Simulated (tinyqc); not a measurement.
Inside a calculation. Method: Jacobi rotations on a symmetric matrix. One step of it, computed by the program tinyqc.

Problem. Jacobi rotation 2. Take the largest off-diagonal element A_pq; tan 2 theta = 2 A_pq / (A_qq - A_pp) with |theta| <= pi/4; A' = J^T A J with J_pp = J_qq = cos, J_pq = sin, J_qp = -sin.

A', lower triangle:
```
          1          2         3         4
1  1.892537
2  0.007505   2.422000
3  0.000000  -0.255540  3.834463
4  0.075081  -0.120000  0.011824  3.905000
```

Give: p, q, theta; A'.

Solution.

p, q, theta (rad): 2.0000  3.0000  -0.1736

A', lower triangle:
```
         1        2       3       4
1   1.8925
2   0.0074   2.3772
3  -0.0013   0.0000  3.8793
4   0.0751  -0.1162  0.0324  3.9050
```
